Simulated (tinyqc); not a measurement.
## Bandgap voltage reference from two bipolar transistors: effect of the temperature coefficient of both resistors

Two transistors of area 1 and N carry the same current I. Is(T) = Is (T/T0)^eta exp[(Vg0 q/kB)(1/T0 - 1/T)], VBE1 = Vt ln(I/Is(T)) + I rb, VBE2 = Vt ln(I/(N Is(T))) + I rb/N. The amplifier forces I R1(T) = VBE1 - VBE2 + Vos, with R(T) = R (1 + tc (T - T0)) for both resistors, and the output is Vref = VBE1 + I R2(T). Base currents and the Early effect are neglected.

Vt = kB T/q; I = (Vt ln N + Vos)/(R1(T) - rb (1 - 1/N)). Box coefficient: span of Vref between 233 and 398 K over its average over T and over 165 K. The last column is the R2 that gives zero slope at T0.

Values chosen for this exercise; values of the order met in silicon bipolar transistors: reference temperature T0 = 298 K; band-gap voltage extrapolated to 0 K Vg0 = 1.204 V; temperature exponent of the saturation current eta = 3.1; saturation current of the unit transistor at T0 Is = 6e-17 A; area ratio of the second transistor N = 8; resistor across which the difference of VBE falls, at T0 R1 = 4.3 kohm; offset of the amplifier Vos = 0 mV; series resistance of the unit transistor rb = 0 ohm; output resistor at T0 R2 = 48.36 kohm.

Constants: q = 1.602176634e-19 C, kB = 1.380649e-23 J/K. Results are converted to the units shown.

Results:

| tc (ppm/K) | I at T0 (uA) | Vref at T0 (V) | slope at T0 (uV/K) | box coefficient (ppm/K) | R2 for zero slope (kohm) |
|---|---|---|---|---|---|
| -2000 | 12.42 | 1.270 | 90.74 | 72.70 | 46.18 |
| -1000 | 12.42 | 1.270 | 65.06 | 47.80 | 46.80 |
| 1000 | 12.42 | 1.270 | 13.70 | 13.01 | 48.03 |
| 2000 | 12.42 | 1.270 | -11.98 | 24.57 | 48.65 |
| 3000 | 12.42 | 1.270 | -37.66 | 40.93 | 49.26 |

Estimate the missing row, tc = 0 ppm/K.

Computed row:

| tc (ppm/K) | I at T0 (uA) | Vref at T0 (V) | slope at T0 (uV/K) | box coefficient (ppm/K) | R2 for zero slope (kohm) |
|---|---|---|---|---|---|
| 0 | 12.42 | 1.270 | 39.38 | 25.40 | 47.42 |

With this row back in the table: As tc goes from -2000 to 3000, Vref stays at 1.270 V and the box coefficient goes from 72.7 through a minimum of 13.0 (at tc = 1000 among the rows listed) to 40.9 ppm/K.

Numbers from tinyqc (`OMP_NUM_THREADS=1 python tinyqc.py 2062067 2062068 out.jsonl`; about 0.02 s on one thread of a shared Intel Xeon 2.30GHz).
